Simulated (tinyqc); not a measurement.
Mobility and threshold from two currents.

Problem. In the linear region I = mu Cox (W/L) [(Vgs - VT) Vds - m Vds^2/2], Cox = eps0 eox/tox. Find mu and VT.

Values chosen for this exercise: relative permittivity of the gate insulator eox = 3.82; insulator thickness tox = 4.2 nm; gate width W = 10 um; gate length L = 5 um.

Constants: eps0 = 8.8541878128e-14 F/cm where lengths are in cm. Results are converted to the units shown.

I at Vgs = 1.1 and 1.6 V, Vds = 0.05 V (uA): [11.392964, 26.693844]
m = 1.1338663

Solution. The slope dI/dVgs is mu Cox (W/L) Vds; the line meets zero current at VT + m Vds/2.

mu = 380 cm^2/(V s)
VT = 0.699 V

tinyqc, about 0.07 s, one thread, Intel Xeon 2.30GHz (shared host): `OMP_NUM_THREADS=1 python tinyqc.py 2360146 2360147 out.jsonl`
